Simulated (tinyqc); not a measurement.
Electron mobility in a silicon inversion layer, empirical terms and Matthiessen rule: two steps of the calculation.

Inversion layer of sheet density Ns on a uniformly doped body. The mobility terms are empirical power laws with prefactors chosen for the exercise; adding their inverses (Matthiessen) is itself an approximation.

Parameters, values chosen for the exercise; material values close to those of silicon: temperature T = 273 K; band gap Eg = 1.1 eV; relative permittivity of the semiconductor eps_r = 11.7; conduction-band density of states at T Nc = 2.41e19 cm^-3; valence-band density of states at T Nv = 2.27e19 cm^-3; body doping Nb = 3.6e17 cm^-3; reverse body bias Vsb = 0 V; weight of the inversion charge in the effective field eta = 0.5; phonon-limited mobility at 1 MV/cm and 300 K Ap = 456 cm^2/(V s); roughness-limited mobility at 1 MV/cm As = 913 cm^2/(V s); exponent of the roughness term gs = 2; Coulomb prefactor Ac = 2400 cm^2/(V s); charge at the interface Nit = 1.1e10 cm^-2; inversion density Ns = 2.4e12 cm^-2.

Constants: q = 1.602176634e-19 C, kB = 1.380649e-23 J/K, Vt = kB T/q, eps0 = 8.8541878128e-14 F/cm where lengths are in cm. Results are converted to the units shown.

Task 1. Depletion charge and effective field. ni = sqrt(Nc Nv) exp(-Eg/(2 Vt)), Eg in volts; Ndep = sqrt(2 eps0 eps_r Nb (2 Vt ln(Nb/ni) + Vsb)/q); E = q (Ndep + eta Ns)/(eps0 eps_r), in MV/cm.

Wanted: ni; Ndep; E.

Result 1.

ni = 1.6429e9 cm^-3
Ndep = 2.0510e12 cm^-2
E = 0.50280 MV/cm

The depletion charge gives 63.1 % of the field.

Task 2. Mobility terms and their sum. With t = T/(300 K): muC = Ac (Ns/1e12 cm^-2) t/(Nb/1e17 cm^-3 + Nit/1e11 cm^-2), muP = Ap E^(-1/3) t^(-1.75), muS = As E^(-gs); 1/mu is the sum of the inverses.

E = 0.50280006 MV/cm

Find: terms; mu; shares of 1/mu.

Result 2.

terms (cm^2/(V s)): Coulomb 1412.8, phonon 676.36, roughness 3611.4
mu = 405.98 cm^2/(V s)
shares of 1/mu (%): Coulomb 28.735, phonon 60.024, roughness 11.241

The phonon term limits most.

Numbers from tinyqc (`OMP_NUM_THREADS=1 python tinyqc.py 2510027 2510028 out.jsonl`; about 0.01 s on one thread of a shared Intel Xeon 2.30GHz).
